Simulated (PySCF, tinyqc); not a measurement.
MP2 on RHF in the sto-3g basis, for H3-, spin multiplicity 1, step by step. The basis has no diffuse functions, so it cannot describe the extra electron: this is an exercise in the method, not the real anion. The lowest restricted solution is unstable here: a spin-polarised one lies 0.0799 hartree lower (PySCF). One step of it, computed by the program tinyqc.

Problem. Iteration 29 (converged): orbitals. Diagonalise F' = X^T F X, C = X C', fill 2 alpha and 2 beta electrons from the bottom; D = 2 C_occ C_occ^T. Each column has its largest component positive (the first on a tie).

converged F (hartree), order 1H 1s, 2H 1s, 3H 1s:
$$\begin{pmatrix}
0.049639 & -0.336452 & -0.221555 \\
-0.336452 & 0.062071 & -0.193058 \\
-0.221555 & -0.193058 & 0.136695
\end{pmatrix}$$

X, order 1H 1s, 2H 1s, 3H 1s:
$$\begin{pmatrix}
1.145507 & -0.606576 & 0.393676 \\
-1.141355 & -0.613631 & 0.393613 \\
-0.004434 & 1.247944 & 0.384895
\end{pmatrix}$$

Give: F' = X^T F X; orbital energies; coefficients C; D after iteration 29.

Solution.

F' = X^T F X (hartree):
$$\begin{pmatrix}
1.0261 & -0.0311 & -0.0184 \\
-0.0311 & 0.6352 & 0.0941 \\
-0.0184 & 0.0941 & -0.1923
\end{pmatrix}$$

orbital energies (hartree): MO1 -0.2031, MO2 0.6429, MO3 1.0291

coefficients C, order 1H 1s, 2H 1s, 3H 1s:
$$\begin{pmatrix}
0.4724 & -0.4595 & 1.1835 \\
0.4455 & -0.6622 & -1.0942 \\
0.2438 & 1.2776 & -0.1171
\end{pmatrix}$$

D after iteration 29, order 1H 1s, 2H 1s, 3H 1s:
$$\begin{pmatrix}
0.8687 & 1.0295 & -0.9438 \\
1.0295 & 1.2739 & -1.4748 \\
-0.9438 & -1.4748 & 3.3836
\end{pmatrix}$$
